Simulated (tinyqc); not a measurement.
Bandgap voltage reference from two bipolar transistors: effect of the output resistor at T0.

Two transistors of area 1 and N carry the same current I. Is(T) = Is (T/T0)^eta exp[(Vg0 q/kB)(1/T0 - 1/T)], VBE1 = Vt ln(I/Is(T)) + I rb, VBE2 = Vt ln(I/(N Is(T))) + I rb/N. The amplifier forces I R1(T) = VBE1 - VBE2 + Vos, with R(T) = R (1 + tc (T - T0)) for both resistors, and the output is Vref = VBE1 + I R2(T). Base currents and the Early effect are neglected.

Vt = kB T/q; I = (Vt ln N + Vos)/(R1(T) - rb (1 - 1/N)). Box coefficient: span of Vref between 233 and 398 K over its average over T and over 165 K. The last column is the R2 that gives zero slope at T0.

Parameters, values chosen for the exercise; values of the order met in silicon bipolar transistors: reference temperature T0 = 298 K; band-gap voltage extrapolated to 0 K Vg0 = 1.148 V; temperature exponent of the saturation current eta = 4.3; saturation current of the unit transistor at T0 Is = 6e-17 A; area ratio of the second transistor N = 8; resistor across which the difference of VBE falls, at T0 R1 = 3.4 kohm; temperature coefficient of both resistors tc = 500 ppm/K; offset of the amplifier Vos = 0 mV; series resistance of the unit transistor rb = 12 ohm.

Constants: q = 1.602176634e-19 C, kB = 1.380649e-23 J/K. Results are converted to the units shown.

Results:
```
R2 (kohm)  I at T0 (uA)  Vref at T0 (V)  slope at T0 (uV/K)  box coefficient (ppm/K)  R2 for zero slope (kohm)
32.79             15.75           1.192              -150.5                    138.8                     35.64
33.86             15.75           1.209              -93.99                    89.82                     35.64
34.93             15.75           1.226              -37.45                    45.18                     35.64
36.35             15.75           1.248               37.59                    26.79                     35.64
37.42             15.75           1.265               94.13                    63.07                     35.64
38.49             15.75           1.282               150.7                    106.3                     35.64
```

Estimate the missing row, R2 = 35.64 kohm.

Computed row:
```
R2 (kohm)  I at T0 (uA)  Vref at T0 (V)  slope at T0 (uV/K)  box coefficient (ppm/K)  R2 for zero slope (kohm)
35.64             15.75           1.237             0.06987                    23.16                     35.64
```

With this row back in the table: As R2 goes from 32.79 to 38.49, Vref rises from 1.192 to 1.282 V and the box coefficient goes from 139 through a minimum of 23.2 (at R2 = 35.64 among the rows listed) to 106 ppm/K. One per cent in R2 moves the slope by 18.8 uV/K.

tinyqc, about 0.03 s, one thread, Intel Xeon 2.30GHz (shared host): `OMP_NUM_THREADS=1 python tinyqc.py 2062202 2062203 out.jsonl`
